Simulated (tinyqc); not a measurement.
On-chip interconnect, size-dependent resistivity and RC delay: two metals against line width.

A rectangular line between two neighbours and two ground planes. Surface and grain-boundary scattering are added to the bulk resistivity as corrections; capacitances are parallel-plate values without fringing; inductance is ignored.

Metal width x = wd - 2 tl, height y = AR wd - tl; grain boundaries (Mayadas-Shatzkes): al = (lam/(gr x)) Rg/(1 - Rg), g = 1/[1 - 3 al/2 + 3 al^2 - 3 al^3 ln(1 + 1/al)] - 1; surfaces (Fuchs-Sondheimer, thick limit): s = (3/8) lam (1 - ps)(1/x + 1/y); rho = rho0 (1 + g + s); r = rho/(x y). The second metal has rho2, lam2 and tl2 in place of rho0, lam and tl; ps, Rg, gr and AR are shared.

Parameters, values chosen for the exercise; metal values close to those of copper: bulk resistivity rho0 = 1.67 uohm cm; bulk mean free path lam = 40.9 nm; specular share of surface scattering ps = 0; reflection coefficient of grain boundaries Rg = 0.55; grain size over the metal width gr = 1; aspect ratio, height over width AR = 1.9; liner on both walls and the bottom, not conducting tl = 1.7 nm; space to the neighbouring lines sp = 15 nm; dielectric height to the planes above and below hd = 27 nm; relative permittivity of the dielectric ek = 4.2; Miller factor of the neighbours Mf = 1; bulk resistivity of the second metal (close to ruthenium) rho2 = 7.82 uohm cm; mean free path of the second metal lam2 = 6.71 nm; liner of the second metal tl2 = 0.5 nm.

Constants: eps0 = 8.8541878128e-12 F/m. Results are converted to the units shown.

Results:

| wd (nm) | rho, first (uohm cm) | rho, second (uohm cm) | r, first (ohm/um) | r, second (ohm/um) | ratio second/first |
|---|---|---|---|---|---|
| 6.5 | 48.351 | 28.994 | 14645 | 4448.7 | 0.30376 |
| 8 | 33.439 | 24.550 | 5384.7 | 2385.8 | 0.44307 |
| 10 | 24.000 | 20.908 | 2102.0 | 1255.8 | 0.59742 |
| 13 | 17.148 | 17.702 | 776.61 | 609.58 | 0.78493 |
| 22 | 9.7635 | 13.541 | 130.90 | 156.12 | 1.1927 |
| 30 | 7.3681 | 11.992 | 50.090 | 73.192 | 1.4612 |
| 45 | 5.3455 | 10.594 | 15.334 | 28.326 | 1.8473 |
| 70 | 3.9882 | 9.6035 | 4.5608 | 10.504 | 2.3032 |
| 120 | 3.0102 | 8.8625 | 1.1408 | 3.2736 | 2.8696 |

Estimate the missing row, wd = 17 nm.

Computed row:

| wd (nm) | rho, first (uohm cm) | rho, second (uohm cm) | r, first (ohm/um) | r, second (ohm/um) | ratio second/first |
|---|---|---|---|---|---|
| 17 | 12.672 | 15.282 | 304.51 | 300.35 | 0.98633 |

With this row back in the table: The resistivity of the first metal falls from 48.4 to 3.01 uohm cm and that of the second goes from 29.0 to 8.86 uohm cm as the line widens. The products rho0 lam, which set the size effect, are 68.3 and 52.5 uohm cm nm. The two resistances cross at wd = 17.3 nm: below it the second metal gives the lower line resistance. For widths well under the mean free path the thick-limit surface term is only a guide.

Range of the model: The metal width is under the mean free path, where the thick-limit surface term and the simple sum of corrections lose accuracy.

Computed by the program tinyqc: `OMP_NUM_THREADS=1 python tinyqc.py 2100061 2100062 out.jsonl`, one thread of a shared Intel Xeon 2.30GHz, about 0.01 s for the whole run.
